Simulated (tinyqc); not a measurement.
Raising the sheet density: inversion layer as a triangular well, valleys of the Si type.

Six ellipsoidal valleys with their long axes along the cube axes, mass ml along the axis and mt across it. For a valley whose axis makes the angle theta with the surface normal, 1/m_z = cos^2(theta)/ml + sin^2(theta)/mt sets the confinement; in the plane the masses are m_1 = mt and m_2 = ml mt/m_z, and m_d = sqrt(m_1 m_2).

The field is taken as constant, e F = 4 pi (e^2/4 pi eps0)(Nd + eta Ns)/eps, with 1e12/cm^2 = 1e-4/angstrom^2, and the oxide as a hard wall at z = 0; c = hbar^2/2m0.

Level j of a valley lies at E_j = a_j (c (e F)^2/m_z)^(1/3) above the band edge at the surface, with the Airy zeros a_j = 2.338107, 4.087949, 5.520560, 6.786708, 7.944134, 9.022651, 10.040174, 11.008524, 11.936016, 12.828777, and has <z> = 2 E_j/(3 e F).

Subband i holds n_i = g m_d/(2 pi c) kB T ln(1 + exp((EF - E_i)/kB T)) (spin included), and EF is fixed by sum n_i = Ns over the levels listed or, where none are listed, over j = 0 to 9 of each group; 1e12/cm^2 = 1e-4/angstrom^2.

Constants: hbar^2/2m0 = 3.80998211 eV angstrom^2; e^2/(4 pi eps0) = 14.39964547 eV angstrom; kB = 8.617333262e-05 eV/K.

Values chosen for the exercise (near those of Si; shifted at random, so the results belong to these values and not to a real crystal):
- ml = 0.902 m0 (longitudinal mass)
- mt = 0.187 m0 (transverse mass)
- eps = 11.6 (dielectric constant)
- Nd = 1.5 x 1e12/cm^2 (depletion charge)
- eta = 0.5 (share of Ns in the effective field)
- face = 100 (surface)
- T = 400 K (temperature)
- Nss = (1, 2, 3, 5, 8, 12) x 1e12/cm^2 (sheet densities)

Valleys (masses in m0):

| valleys g | cos^2(theta) | m_z | m_1 | m_2 | m_d |
|---|---|---|---|---|---|
| 2 | 1.00000 | 0.90200 | 0.18700 | 0.18700 | 0.18700 |
| 4 | 0.00000 | 0.18700 | 0.18700 | 0.90200 | 0.41070 |

The field, the ladders and EF anew for each Ns.

Results:

| Ns (1e12/cm^2) | F (MV/cm) | lowest E (eV) | next - lowest (meV) | EF - lowest (meV) | share of lowest (%) | <z> (angstrom) |
|---|---|---|---|---|---|---|
| 1.0 | 0.312 | 0.0807 | 55.7 | -83.7 | 45.5 | 24.8 |
| 2.0 | 0.390 | 0.0936 | 64.6 | -53.5 | 51.7 | 21.9 |
| 3.0 | 0.468 | 0.1057 | 72.9 | -34.1 | 56.8 | 19.9 |
| 5.0 | 0.624 | 0.1281 | 88.3 | -6.7 | 64.6 | 17.2 |
| 8.0 | 0.858 | 0.1584 | 109.2 | 22.7 | 72.5 | 14.7 |
| 12.0 | 1.170 | 0.1948 | 134.3 | 53.8 | 78.6 | 12.8 |

Levels scale as F^(2/3): the field grows by 3.75 and the lowest level by 2.41. The layer thins from 24.8 to 12.8 angstrom. EF passes the lowest edge between 5 and 8 e12/cm^2. The share of the lowest subband rises throughout: the spacing grows faster than the band fills.

(tinyqc, `OMP_NUM_THREADS=1 python tinyqc.py 1281519 1281520 out.jsonl`, Intel(R) Xeon(R) Processor @ 2.30GHz, 1 thread, shared host, about 0.02 s.)
